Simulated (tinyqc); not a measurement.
Wafer bonding and layer transfer: bond energy, gap closing, particles, bonding of dissimilar wafers and hydrogen blisters: one step, computed by the program tinyqc. Command: `OMP_NUM_THREADS=1 python tinyqc.py 3023837 3023838 out.jsonl bond walk`. One thread of a shared host (Intel(R) Xeon(R) Processor @ 2.30GHz), about 0.01 s of CPU time with the checks.

gamma is the energy per area of each of the two surfaces; plates are isotropic, and both wafers have E1 and t1.

Problem. Blistering after hydrogen implantation. A flat crack of radius r under a layer of thickness d, as a clamped plate: centre height w = 3 p r^4/(16 E' d^3), volume pi r^2 w/3, energy release G = 3 p^2 r^4/(32 E' d^3), E' = E1/(1 - nu^2). It grows when G = 2 gamma_s. The gas comes from the area pi r^2: p V = (dose x share/2) pi r^2 k_B T, and G = p w/2 = (3/2) N k_B T with N the H2 molecules per area. Share needed: G = 2 gamma_s. The pressure and height at growth are given for r = 10 d.

Inputs (values chosen for the exercise, with wafer 1 close to silicon): Young's modulus E1 = 142 GPa; Poisson ratio nu = 0.26; implant depth d = 0.22 micrometre; hydrogen dose = 6 1e16/cm^2; share of the dose released as H2 = 0.41; surface energy of the weakened plane gamma_s = 1.1 J/m^2; anneal temperature T = 825 K.

Constants: k_B = 1.380649e-23 J/K.

Give: energy release G; share of the dose needed; pressure at growth; height at growth.

Solution.

energy release G = 2.102 J/m^2

share of the dose needed = 0.4292

pressure at growth = 40.30 MPa

height at growth = 109.2 nm

The released gas does not suffice by this estimate. In this plate limit G depends on neither r nor d.
